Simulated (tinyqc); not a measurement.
Global model of a low-pressure process discharge: electron temperature, density, ion flux and ion energy. Changing the bias power P_b. Computed by tinyqc, a small Python program. Command: `OMP_NUM_THREADS=1 python tinyqc.py 3113595 3113596 out.jsonl plasma sweep`. One thread of a shared host (Intel(R) Xeon(R) Processor @ 2.30GHz), about 0.01 s of CPU time with the checks.

Maxwellian electrons with temperature T_e in eV, one positive ion, no negative ions, uniform bulk density n; rate constants have the Arrhenius form.

Inputs (values chosen for the exercise, of the order of those of an inductive discharge in a simple atomic gas):
```
quantity                          value   unit
ion mass M                           40      u
ionisation prefactor K0         7.4e-14  m^3/s
ionisation energy E_iz             14.9     eV
excitation prefactor X0         2.2e-14  m^3/s
excitation energy E_ex             11.4     eV
elastic rate constant K_el        9e-14  m^3/s
ion-neutral cross section         1e-18    m^2
pressure p                            8     Pa
gas temperature T_g                 400      K
radius R                             17     cm
height L                             15     cm
absorbed power P                    640      W
radius of the biased electrode       15     cm
bias frequency                       60    MHz
```

Constants: k_B = 1.380649e-23 J/K; e = 1.602176634e-19 C; u = 1.6605390666e-27 kg; m_0 = 9.1093837015e-31 kg; eps_0 = 8.8541878128e-12 F/m.

Method:
- n_g = p/(k_B T_g); lambda_i = 1/(n_g sigma); h_L = 0.86/sqrt(3 + L/(2 lambda_i)), h_R = 0.8/sqrt(4 + R/lambda_i); A_eff = 2 pi R^2 h_L + 2 pi R L h_R; d_eff = pi R^2 L/A_eff.
- Particle balance: K0 exp(-E_iz/T_e) n_g d_eff = u_B, u_B = sqrt(e T_e/M).
- Root found by bracketing.
- E_c = E_iz + (X0 exp(-E_ex/T_e) E_ex + K_el (3 m_0/M) T_e)/K_iz; wall potential V_s = (T_e/2) ln(M/(2 pi m_0)); E_T = E_c + 2 T_e + T_e/2 + V_s; n = P/(e u_B A_eff E_T); ion current density J = e h_L n u_B; ionised share n/n_g.
- All bias power goes to ions: V_b = P_b/(J pi r^2). Debye length at the sheath edge lambda_D = sqrt(eps_0 T_e/(e h_L n)); Child-law sheath s = (sqrt2/3) lambda_D (2 V/T_e)^(3/4), V = V_b + V_s; ion transit time tau_i = 3 s sqrt(M/(2 e V)); collisions in the sheath s/lambda_i.

One run for each value:
```
bias power P_b (W)  bias voltage V_b (V)  sheath width s (mm)  transit time over bias period  s/lambda_i
3                             1.2494e+00               0.0753                         2.1933      0.1091
7.3                           3.0402e+00               0.0878                         2.3079      0.1272
18                            7.4964e+00               0.1165                         2.5363      0.1688
43                            1.7908e+01               0.1761                         2.9108      0.2551
100                           4.1647e+01               0.2923                         3.4466      0.4235
250                           1.0412e+02               0.5447                         4.2411      0.7891
620                           2.5821e+02               1.0473                         5.2737      1.5172
1500                          6.2470e+02               2.0091                         6.5528      2.9104
```

What does the table show?

Over the rows, bias voltage V_b (V) rises from 1.25 to 625 (exponent d ln y / d ln x about 1.0 throughout); sheath width s (mm) rises from 0.0753 to 2.01 (exponent d ln y / d ln x 0.17 between the first rows and 0.74 between the last); transit time over bias period rises from 2.19 to 6.55 (exponent d ln y / d ln x 0.057 between the first rows and 0.25 between the last).

Caution (all rows): at so short an ion path the formulas for h_L and h_R give way to the ambipolar-diffusion limit.
